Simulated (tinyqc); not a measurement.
Inside a calculation. Model: grain-boundary trapping model (Seto) of a polycrystalline semiconductor film. Computed by tinyqc, a small Python program that keeps every step. Command: `OMP_NUM_THREADS=1 python tinyqc.py 3019562 3019563 out.jsonl poly walk`. One thread of a shared host (Intel(R) Xeon(R) Processor @ 2.30GHz), about 0.01 s of CPU time with the checks. Intermediate numbers are printed to about 6 digits and carried at full precision; extremes and crossings named in words are read from the listed rows.

Grains of equal size L are joined by thin boundaries with one trap level. Trapped carriers deplete a width W on each side and raise a barrier, crossed by thermionic emission. Dopants are fully ionised, statistics are non-degenerate and mu_g does not depend on T.

Inputs (values chosen for the exercise, modelled on polycrystalline ZnO): permittivity eps = 8.3; effective mass m = 0.29 m_0; effective density of states at 300 K, N_c = 3.8e+18 1/cm^3; grain size L = 110 nm; trap density Q_t = 1.1e+12 1/cm^2; trap level E_t below the band edge = 0.52 eV; doping N = 2.2e+17 1/cm^3; temperature T = 200 K.

Grain interior: neglected.

Constants: e = 1.602176634e-19 C; eps_0 = 8.8541878128e-12 F/m; k_B = 8.617333262e-05 eV/K; m_0 = 9.1093837015e-31 kg; k_B = 1.380649e-23 J/K.

## Critical doping

If all traps fill, the grain is just depleted at N* = Q_t/L, with the barrier e Q_t L/(8 eps eps_0).

N* = 1.00e+17 1/cm^3

barrier at N* with all traps filled = 0.329746 V

The traps stay filled only while e V_B is below E_t - k_B T ln(N_c(T)/N*) = 0.468 eV. The barrier above stays below that, so nearly all traps can fill.

## Barrier

N_c(T) = N_c (T/300 K)^(3/2). Filled traps Q = Q_t/(1 + (1/2) exp((E_t* - E_F)/k_B T)), where E_t* = e V_B - E_t and E_F are counted from the band edge at the grain centre. Partial depletion: Q = 2 N W, V_B = e N W^2/(2 eps eps_0), E_F = k_B T ln(N/N_c); solve for W. If that W would exceed L/2 the grain is fully depleted: W = L/2, Q = N L, and E_F follows from the trap equation. Centre density n_0 = N_c exp(E_F/k_B T).

depletion width W = 25.0000 nm

barrier V_B = 0.149884 V

E_F = -0.0386217 eV

centre density n_0 = 2.20e+17 1/cm^3

The grain is partly depleted; 100.0 % of the traps are filled, and they hold 45.5 % of the carriers.

## Resistivity and effective mobility

Boundary: sigma_b = L e^2 n_0 exp(-e V_B/k_B T)/sqrt(2 pi m k_B T); rho = 1/sigma_b. Mean carrier density n_av = n_0 [(1 - 2W/L) + (2W/L) (sqrt(pi)/2) erf(y)/y], y = sqrt(e V_B/k_B T); effective mobility 1/(e n_av rho).

boundary resistivity = 65.2038 ohm cm

resistivity rho = 65.2038 ohm cm

mean carrier density = 1.50051e+17 1/cm^3

effective mobility = 0.637938 cm^2/(V s)

## Activation energy

E_a = d ln(rho)/d(1/k_B T) from T - 5 K and T + 5 K; temperature coefficient d ln(rho)/dT.

activation energy E_a = 0.141271 eV

temperature coefficient = -4.10101 %/K

With a fixed barrier the boundary term gives E_a = e V_B - k_B T/2 = 0.1413 eV, the second term coming from the thermal velocity in the prefactor.

## Against the doping

The formulas are those given above.

The same film:
```
N (1/cm^3)   W (nm)   V_B (V)  mean density (1/cm^3)  mobility (cm^2/(V s))  rho (ohm cm)
3.00e+15    55.0000  0.009892            3.74838e+03            1.75070e+03   9.51116e+11
1.00e+16    55.0000  0.032975            3.73292e+04            6.31560e+02   2.64744e+11
2.50e+16    55.0000  0.082436            1.31281e+06            5.38743e+01   8.82479e+10
5.00e+16    55.0000  0.164873            3.33404e+08            6.36407e-01   2.94160e+10
8.00e+16    55.0000  0.263796            3.27901e+11            2.58835e-03   7.35399e+09
1.20e+17    45.8331  0.274785            4.21952e+16            8.81370e-04   1.67830e+05
2.00e+17    27.5000  0.164873            1.28653e+17            2.83474e-01   1.71142e+02
4.00e+17    13.7500  0.082436            3.40441e+17            2.55991e+01   7.16180e-01
1.00e+18     5.5000  0.032975            9.60838e+17            3.99890e+02   1.62442e-02
4.00e+18     1.3750  0.008244            3.98611e+18            1.61917e+03   9.67046e-04
```

The barrier peaks among these rows at N = 1.2e17 (0.275 V) and the mobility has its minimum at 1.2e17; N* is 1.0e17. While the grain is fully depleted (W = L/2) V_B grows as N; once all traps are filled it falls as 1/N (last exponent -1.00). Partly depleted rows (W < L/2) with e V_B below 2 k_B T stretch the depletion approximation. Where the barrier is low the mobility is too high, because scattering inside the grains is left out. Where N approaches N_c the non-degenerate statistics fail. rho drops most steeply, as N^-26.4, between 8.0e16 and 1.2e17.

Checks made by the program: charge in the traps against the depleted charge (relative difference below 1e-10).
